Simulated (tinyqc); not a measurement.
# Absorption edge of a degenerate semiconductor, band filling against gap narrowing: effects of single changes

n-type, parabolic bands, full ionisation. eta = (EF - Ec)/kB T solves N = Nc F12(eta), F12(x) = (2/sqrt(pi)) int_0^infinity sqrt(u)/(1 + exp(u - x)) du. The gap shrinks rigidly by dEg = a3 y^(1/3) + a4 y^(1/4) + a2 y^(1/2), y = N/1e18 cm^-3, an empirical law that is here taken as the true narrowing.

Parameters, values chosen for the exercise; band and dielectric values close to those of In0.53Ga0.47As: temperature T = 350 K; band gap Eg = 0.733 eV; conduction-band density of states at 350 K, from me Nc = 2.55e17 cm^-3; electron mass me = 0.0402 m0; hole mass mh = 0.45 m0; coefficient of (N/1e18)^(1/3) a3 = 19 meV; coefficient of (N/1e18)^(1/4) a4 = 9.5 meV; coefficient of (N/1e18)^(1/2) a2 = 1.1 meV.

Constants: q = 1.602176634e-19 C, kB = 1.380649e-23 J/K, Vt = kB T/q. Results are converted to the units shown.

Each table varies one quantity; the others keep the values above.

## The optical edge against doping

Vertical transitions need an empty final state: the edge is taken where the state lies 4 kB T below EF, E_opt = Eg - dEg + (1 + me/mh) max(eta - 4, 0) kB T; wavelength h c/(q E_opt).

The optical edge against doping:
```
N (cm^-3),eta,dEg (meV),filling shift (meV),E_opt (eV)
4.5e16,-1.672,11.37,0,0.7216
9.3e16,-0.8804,14.19,0,0.7188
1.9e17,-0.03350,17.67,0,0.7153
3.9e17,0.9545,22.08,0,0.7109
8.1e17,2.233,27.71,0,0.7053
1.7e18,4.071,34.96,2.320,0.7004
3.4e18,6.672,43.50,87.80,0.7773
7.1e18,11.03,54.96,231.0,0.9091
1.5e19,18.24,69.81,467.9,1.131
3e19,29.00,87.30,821.4,1.467
```

Read the table: what changes, and by how much?

E_opt goes from 0.722 through a minimum of 0.700 (at N = 1.7e18 cm^-3 among the rows listed) to 1.47 eV, against Eg = 0.733 eV; the filling shift is 0 while eta is below 4. At the end narrowing grows as N^(0.32) and EF - Ec as N^(0.67). Filling therefore wins at high density. For N = 3.4e18, 7.1e18, 1.5e19, 3e19 EF lies more than 0.2 eV in the band, where non-parabolicity lowers it markedly.

## Approximations to the Fermi level

With u = N/Nc: Boltzmann ln u; Joyce-Dixon ln u + 0.353553 u - 4.95009e-3 u^2 + 1.48386e-4 u^3 - 4.42563e-6 u^4; degenerate limit (3 sqrt(pi) u/4)^(2/3). The Einstein ratio is D/(mu Vt) = F12/Fm, Fm(x) = dF12/dx = (1/sqrt(pi)) int_0^infinity u^(-1/2)/(1 + exp(u - x)) du.

Results:
```
N (cm^-3),N/Nc,eta,Boltzmann,Joyce-Dixon,degenerate,D/(mu Vt)
1.6e16,0.062745,-2.7465,-2.7687,-2.7465,0.19090,1.0221
3.2e16,0.12549,-2.0312,-2.0755,-2.0312,0.30304,1.0442
1.3e17,0.50980,-0.49475,-0.67373,-0.49475,0.77154,1.1777
2.5e17,0.98039,0.32220,-0.019803,0.32220,1.1931,1.3375
4.9e17,1.9216,1.3152,0.65314,1.3152,1.8687,1.6458
9.6e17,3.7647,2.5936,1.3257,2.5936,2.9258,2.2113
1.9e18,7.4510,4.4177,2.0083,4.4156,4.6121,3.2248
3.7e18,14.510,7.0740,2.6748,7.0198,7.1923,4.8798
7.3e18,28.627,11.240,3.3544,9.9278,11.314,7.5930
```

Estimate the missing row, N = 6.3e16 cm^-3.

Computed row:
```
N (cm^-3),N/Nc,eta,Boltzmann,Joyce-Dixon,degenerate,D/(mu Vt)
6.3e16,0.24706,-1.3111,-1.3981,-1.3111,0.47602,1.0868
```

With this row back in the table: Boltzmann is within 0.1 of eta up to N/Nc = 0.25, Joyce-Dixon within 0.01 up to 7.5, and the degenerate limit is off by 0.074 in the last row. The Einstein ratio rises from 1.02 to 7.59: degenerate carriers diffuse faster for the same mobility.

Range of the model: Band tails, non-parabolic bands and incomplete ionisation are left out.

Program tinyqc, `OMP_NUM_THREADS=1 python tinyqc.py 2330094 2330095 out.jsonl`; Intel Xeon 2.30GHz, shared host, one thread, about 0.03 s.
